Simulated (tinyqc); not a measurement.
From results back to parameters: static screening by free carriers. Three cases, with inputs chosen for the exercise.

Problem. At zero temperature the gas shows Friedel oscillations of period pi/kF and a Thomas-Fermi length 1/qTF; n and m are hidden.

kF = (3 pi^2 n/Mv)^(1/3), EF = c kF^2/m with c = hbar^2/2m0, n in 1/angstrom^3 (1e-24 per 1/cm^3), e2 = e^2/(4 pi eps0). Thomas-Fermi: qTF^2 = 6 pi e2 n/(eps EF). Debye: qD^2 = 4 pi e2 n/(eps kB T).

Constants: hbar^2/2m0 = 3.80998211 eV angstrom^2; e^2/(4 pi eps0) = 14.39964547 eV angstrom.

Case 1.

Values chosen (out of a larger set: near those of GaAs; not measured data): Mv = 1 (valleys); eps = 13 (background dielectric constant).

period = 75.8471 angstrom
1/qTF = 43.9277 angstrom

Case 2.

Values chosen (out of a larger set: near those of InAs; not measured data): Mv = 1 (valleys); eps = 15.2 (background dielectric constant).

period = 639.719 angstrom
1/qTF = 222.007 angstrom

Case 3.

Values chosen (out of a larger set: near those of InP; not measured data): Mv = 1 (valleys); eps = 12.3 (background dielectric constant).

period = 292.141 angstrom
1/qTF = 78.3193 angstrom

Find: kF; n; m.

Solution. kF = pi/period and n = Mv kF^3/(3 pi^2); qTF^2 = 2 e2 Mv m kF/(pi eps c) then gives m.

Case 1.

kF = 0.04142 1/angstrom
n = 2.40e+18 1/cm^3
m = 0.068 m0

Case 2.

kF = 0.004911 1/angstrom
n = 4.00e+15 1/cm^3
m = 0.026 m0

Case 3.

kF = 0.01075 1/angstrom
n = 4.20e+16 1/cm^3
m = 0.077 m0

Computed by tinyqc, one run a case: `OMP_NUM_THREADS=1 python tinyqc.py N N+1 out.jsonl` with N = 1650799, 1650813, 1650845; one thread of a shared Intel(R) Xeon(R) Processor @ 2.30GHz, about 0.01 s a run at most.
